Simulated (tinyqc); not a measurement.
Rapid thermal processing of a wafer: radiative balance, ramp and cooling, pattern effects, pyrometer error and spike budget: one step, computed by the program tinyqc.

The wafer is opaque and uniform through its thickness unless said otherwise; temperatures in formulas are in kelvin (C + 273.15). sigma = 5.670374419e-12 W/(cm^2 K^4).

Question. Pattern effect. At steady state a sinusoidal change of absorbed power of relative amplitude a and period p gives the temperature amplitude a q/(dq/dT + k d (2 pi/p)^2); healing length l = sqrt(k d/(dq/dT)); process change = E_a dT/(k_B T^2). Emissivity is taken as unchanged.

Inputs (values chosen for the exercise, modelled on a hot silicon wafer):
```
quantity,value,unit
wafer thickness d,625,micrometre
thermal conductivity k,0.25,W/(cm K)
wall temperature T_w,350,K
process temperature,1060,C
relative change of absorptivity over a pattern,4.8,%
period of the pattern,18,mm
activation energy of the process E_a,1.24,eV
```

dq/dT = 50.22274 mW/(cm^2 K)

holding power q = 17.37568 W/cm^2

Constants: k_B = 8.617333262e-05 eV/K.

Give: healing length l; amplitude without lateral conduction; amplitude; change of the process rate.

Answer.

healing length l = 5.5778 mm

amplitude without lateral conduction = 16.607 K

amplitude = 3.4663 K

change of the process rate = 2.8065 %

Lateral conduction cuts the amplitude to 21 %, since p/(2 pi l) = 0.51.
